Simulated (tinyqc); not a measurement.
MOS inversion layer, Poisson-Schroedinger loop: two steps of the calculation.

Electrons confined at an insulator interface at z = 0, treated as a hard wall; parabolic valleys, Hartree approximation, no image or exchange terms. The depletion charge lies far deeper than the electrons and gives a uniform field q Nd/(eps0 eps_r); the gate balances all charge. Energies are counted from the band edge at the interface.

Inputs (values chosen for the exercise); masses and permittivity close to those of gallium nitride:
- eps_r = 9.39 (relative permittivity)
- mz1 = 0.198 m0 (mass along z of valley set A (1 valley(s)))
- Ns = 4.4e11 cm^-2 (sheet density of electrons)
- Nd = 1.9e12 cm^-2 (sheet density of depletion charge)
- hz = 0.86 nm (mesh step)

Constants: q = 1.602176634e-19 C, hbar = 1.054571817e-34 J s, m0 = 9.1093837015e-31 kg, eps0 = 8.8541878128e-14 F/cm where lengths are in cm, hbar^2/(2 m0) = 0.0380998212 eV nm^2. Results are converted to the units shown.

Task 1. Levels and probability densities. Tridiagonal Hamiltonian with psi = 0 one step beyond both ends: H_ii = C (1/m_(i-1/2) + 1/m_(i+1/2))/hz^2 + V0_i + U_i, H_(i,i+1) = -C/(m_(i+1/2) hz^2), C = hbar^2/(2 m0). The lowest 2 level(s) are kept, normalised to hz sum |psi|^2 = 1. The mass is the same on all intervals.

fixed potential V0, node 1 to 14 (eV): [0.03148822, 0.06297644, 0.09446466, 0.12595288, 0.15744110, 0.18892933, 0.22041755, 0.25190577, 0.28339399, 0.31488221, 0.34637043, 0.37785865, 0.40934687, 0.44083509]
U after round 1, node 1 to 14 (eV): [0.005104406, 0.009652508, 0.012881951, 0.014733784, 0.015638355, 0.016034645, 0.016194409, 0.016253452, 0.016273103, 0.016278900, 0.016280399, 0.016280733, 0.016280795, 0.016280802]

Give: levels; |psi|^2 of A1; |psi|^2 of A2.

Result 1.

levels (eV): A1 0.15932, A2 0.26974
|psi|^2 of A1, node 1 to 14 (1/nm): [0.13680, 0.31952, 0.32753, 0.21624, 0.10525, 0.04039, 0.01272, 0.00338, 0.00077, 0.00015, 0.00003, 0.00000, 0.00000, 0.00000]
|psi|^2 of A2, node 1 to 14 (1/nm): [0.12015, 0.14640, 0.01657, 0.04223, 0.19167, 0.25751, 0.20318, 0.11334, 0.04863, 0.01683, 0.00484, 0.00117, 0.00024, 0.00003]

Task 2. Closed-form estimates. Triangular well: E_k = a_k (C F^2/mz)^(1/3), a_1 = 2.338107, a_2 = 4.087949, C = hbar^2/(2 m0), F in eV/nm. Fang-Howard (all electrons in the lowest level of set A): b^3 = 6 (mz1/C) q (Nd + 11 Ns/32)/(eps0 eps_r), centroid 3/b, level C b^2/(4 mz1) + (3/b) q (Nd + 11 Ns/16)/(eps0 eps_r). Use F = q (Nd + Ns)/(eps0 eps_r), the surface field, and F = q (Nd + Ns/2)/(eps0 eps_r).

Find: A1 with the surface field; A1 with Nd + Ns/2; A2 with Nd + Ns/2; b; Fang-Howard centroid; Fang-Howard level.

Result 2.

A1 with the surface field = 0.1710 eV
A1 with Nd + Ns/2 = 0.1601 eV
A2 with Nd + Ns/2 = 0.2799 eV
b = 1.072 1/nm
Fang-Howard centroid = 2.798 nm
Fang-Howard level = 0.1741 eV

Computed by the program tinyqc: `OMP_NUM_THREADS=1 python tinyqc.py 2160048 2160049 out.jsonl`, one thread of a shared Intel Xeon 2.30GHz, about 0.4 s for the whole run.
